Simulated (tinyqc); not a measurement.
Shallow donor in effective-mass theory, with valley-orbit splitting: one step. Levels and ground state. The numbers come from values chosen for the exercise (near those of a group-V donor in Si).

H (meV), lower triangle:
```
           +x         -x         +y         -y         +z         -z
+x  -26.53333
-x   -0.93000  -26.53333
+y   -2.00000   -2.00000  -26.53333
-y   -2.00000   -2.00000   -0.93000  -26.53333
+z   -2.00000   -2.00000   -2.00000   -2.00000  -54.33333
-z   -2.00000   -2.00000   -2.00000   -2.00000   -0.93000  -54.33333
```

Task: Diagonalise. For the lowest state give the amplitudes (positive) and (sum of amplitudes)^2/6, the contact density relative to no strain.

Give: levels; amplitudes; relative contact density.

Result:

levels (meV): -56.539  -53.403  -30.187  -25.603  -25.603  -23.463

amplitudes: +x 0.1100, -x 0.1100, +y 0.1100, -y 0.1100, +z 0.6898, -z 0.6898

relative contact density = 0.5519

The z valleys hold 95.2 % of the ground state, against 33.3 % without strain.

(tinyqc, `OMP_NUM_THREADS=1 python tinyqc.py 1282585 1282586 out.jsonl`, Intel(R) Xeon(R) Processor @ 2.30GHz, 1 thread, shared host, about 0.01 s.)
